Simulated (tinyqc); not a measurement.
Floating body of a partially depleted SOI transistor: body voltage and kink: one step of the calculation.

Source at 0 V. Channel current Ic = 2 nf K Vt^2 [F(0) - F(Vd)](1 + la Vd), F(V) = ln^2(1 + exp((Vg - VT - nf V)/(2 nf Vt))), VT = VT0 - gb Vb. Saturation voltage Vs = 2 Vt sqrt(F(0)) + 3 Vt, excess Ve = (Vd - Vs + sqrt((Vd - Vs)^2 + 0.0004 V^2))/2, multiplication M1 = Ai Ve exp(-Bl/Ve). Each junction passes D(v) = J1 (exp(v/Vt) - 1) + J2 (exp(v/(2 Vt)) - 1). Bipolar current Ib = bb J1 (exp(Vb/Vt) - 1). The body settles where M1 (Ic + Ib) = D(Vb) + D(Vb - Vd) + Vb/Rb; drain current Id = (1 + M1)(Ic + Ib) - D(Vb - Vd).

Question. New Vb. Current into the body I_in = M1 (Ic + Ib) - D(Vb - Vd), current out I_out = D(Vb) + Vb/Rb; f = ln(I_in/I_out), s = df/dVb by central differences over 1e-5 V, Vb(new) = Vb - f/s.

Inputs (values chosen for the exercise); values of the order met in partially depleted silicon-on-insulator transistors:
- T = 300 K (temperature)
- VT0 = 0.53 V (threshold at zero body voltage)
- gb = 0.12 (fall of the threshold per volt of body voltage)
- nf = 1.2 (slope factor)
- K = 130 uA/(V^2 um) (gain factor per width)
- la = 0.08 1/V (channel-length modulation factor)
- Ai = 3.93 1/V (impact-ionisation prefactor)
- Bl = 4.7 V (impact-ionisation voltage)
- J1 = 2.4e-12 uA/um (diffusion saturation current of each junction)
- J2 = 7.1e-9 uA/um (recombination saturation current of each junction)
- bb = 0.5 (gain of the lateral bipolar transistor on the diffusion current)
- Rb = 1e9 kohm um (resistance of a weak body tie to the source (1e9 stands for no tie, and the term is then dropped))
- Vg = 0.52 V (gate voltage)
- Vd = 1.4 V (drain voltage)

Constants: q = 1.602176634e-19 C, kB = 1.380649e-23 J/K, Vt = kB T/q. Results are converted to the units shown.

Vb at the start = 0.71 V

Wanted: Ic; Ve; M1; I_in; I_out; f; s; Vb after iteration 1.

Answer.

Ic = 0.50278 uA/um
Ve = 1.2464 V
M1 = 0.11281
I_in = 0.17128 uA/um
I_out = 2.0374 uA/um
f = -2.4761
s = -12.373 1/V
Vb after iteration 1 = 0.50987 V

Range of the model: The multiplication law is an empirical form chosen for the exercise; self-heating and capacitive coupling to the body are left out, and the linear laws are rough once Vb passes about 0.7 V or M1 about 0.1.

Computed by the program tinyqc: `OMP_NUM_THREADS=1 python tinyqc.py 2182168 2182169 out.jsonl`, one thread of a shared Intel Xeon 2.30GHz, about 0.2 s for the whole run.
